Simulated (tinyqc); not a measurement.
# Trap density from the leakage

Inverse problem. Trap-assisted leakage is J = q Nt times the integral over x of the rate through one trap. Find Nt, the areal density Nt t and the mean in-plane spacing (Nt t)^(-1/2).

Values chosen for this exercise: thickness t = 5.2 nm.

Constants: q = 1.602176634e-19 C. Results are converted to the units shown.

J = 6.6129434e-7 A/cm^2
integral of the rate over x = 10.861775 nm/s

Solution. J is proportional to Nt.

Nt = 3.80e18 cm^-3
Nt t = 1.98e12 cm^-2
in-plane spacing = 7.11 nm

tinyqc, about 0.04 s, one thread, Intel Xeon 2.30GHz (shared host): `OMP_NUM_THREADS=1 python tinyqc.py 2370133 2370134 out.jsonl`
